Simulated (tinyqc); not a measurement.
Formation energy of a charged point defect from supercell energies: one step, computed by the program tinyqc.

The host is a compound AB. Making the defect adds n_A = -1, n_B = 0 atoms to the cell. All total energies are inputs. E_F is counted from the valence-band maximum (VBM); x = 0 is A-rich and x = 1 B-rich growth.

Problem. Transition levels and the lower envelope. eps(q/q') = [E_f(q', 0) - E_f(q, 0)]/(q - q'). U of state q is eps(q/q-1) - eps(q+1/q). The stable state at each E_F is the lowest line E_f(q, 0) + q E_F.

Inputs (values chosen for the exercise, with gap and screening modelled on CdTe): gap E_g = 1.51 eV; dielectric constant eps = 10.3; cell length L = 9.61 angstrom.

Defect: vacancy of A. Supercell lattice: sc.

charge states q: 2  1  0

E_f(q, 0) (eV): (q=+2) -0.158103, (q=+1) 1.127759, (q=0) 1.610380

Give: One-electron levels above the VBM (eV); Stable states.

Solution.

One-electron levels above the VBM (eV):
```
level    energy  U of the state between this level and the next
(+2/+1)   1.286                                         -0.8032
(+1/0)    0.483                                               -
```

Stable states:
```
q   from E_F (eV)  to E_F (eV)
+2         0.0000        0.884
0          0.8842        1.510
```

Stable in the gap, from the VBM up: +2, 0. State +1 is never the lowest: its U is negative, so two such centres gain by exchanging an electron. Caution: the largest image-charge correction in these energies, q^2 alpha e^2/(8 pi eps_0 eps L) with alpha = 2.837297, exceeds a quarter of the gap; the point-charge term alone is then a rough estimate, usually too large for a charge that is spread out. Caution: E_f at E_F = 0 is negative for at least one charge state, so in equilibrium E_F cannot reach the valence-band maximum.
